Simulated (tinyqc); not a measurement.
From results back to parameters: direct gap of a germanium-like layer under biaxial tension. Four cases, with inputs chosen for the exercise.

Problem. A (001) layer under biaxial tension e_par has ezz = -2 (C12/C11) e_par, Ec = Eg + ac tr(e), E(HH) = -P - Q and E(LH) = -P + (Q - Dso + sqrt(Dso^2 + 2 Dso Q + 9 Q^2))/2 with P = -av tr(e), Q = -b (e_par - ezz). The transition from the light-hole edge is given.

Find: e_par; Ec - E(HH).

Method. Ec - E(LH) falls steadily with tension, so bisection between 0 and 4 % gives the only root; then Ec - E(HH) = Eg + (ac - av) tr(e) + Q.

Case 1.

Values chosen (near those of Ge, gaps at low temperature; not measured data): Eg = 0.907 eV (gap at Gamma to the s-like level); Dso = 0.292 eV (spin-orbit splitting); ac = -8.4 eV (conduction deformation potential); av = 1.22 eV (valence hydrostatic potential); b = -2.53 eV (tetragonal shear potential); C11 = 126.8 GPa; C12 = 47.7 GPa.

Ec - E(LH) = 0.548493 eV

Solution.

e_par = 1.960 %
Ec - E(HH) = 0.7587 eV

Case 2.

Values chosen (near those of Ge, gaps at low temperature; not measured data): Eg = 0.9 eV (gap at Gamma to the s-like level); Dso = 0.294 eV (spin-orbit splitting); ac = -8.15 eV (conduction deformation potential); av = 1.24 eV (valence hydrostatic potential); b = -2.57 eV (tetragonal shear potential); C11 = 130.2 GPa; C12 = 48.6 GPa.

Ec - E(LH) = 0.611650 eV

Solution.

e_par = 1.610 %
Ec - E(HH) = 0.7828 eV

Case 3.

Values chosen (near those of Ge, gaps at low temperature; not measured data): Eg = 0.909 eV (gap at Gamma to the s-like level); Dso = 0.286 eV (spin-orbit splitting); ac = -8.11 eV (conduction deformation potential); av = 1.22 eV (valence hydrostatic potential); b = -2.5 eV (tetragonal shear potential); C11 = 126.3 GPa; C12 = 48.6 GPa.

Ec - E(LH) = 0.632109 eV

Solution.

e_par = 1.580 %
Ec - E(HH) = 0.7975 eV

Case 4.

Values chosen (near those of Ge, gaps at low temperature; not measured data): Eg = 0.894 eV (gap at Gamma to the s-like level); Dso = 0.285 eV (spin-orbit splitting); ac = -8.15 eV (conduction deformation potential); av = 1.26 eV (valence hydrostatic potential); b = -2.59 eV (tetragonal shear potential); C11 = 129.4 GPa; C12 = 48.1 GPa.

Ec - E(LH) = 0.637924 eV

Solution.

e_par = 1.430 %
Ec - E(HH) = 0.7895 eV

Computed by tinyqc, one run a case: `OMP_NUM_THREADS=1 python tinyqc.py N N+1 out.jsonl` with N = 1050396, 1050424, 1050435, 1050444; one thread of a shared Intel(R) Xeon(R) Processor @ 2.30GHz, about 0.01 s a run at most.
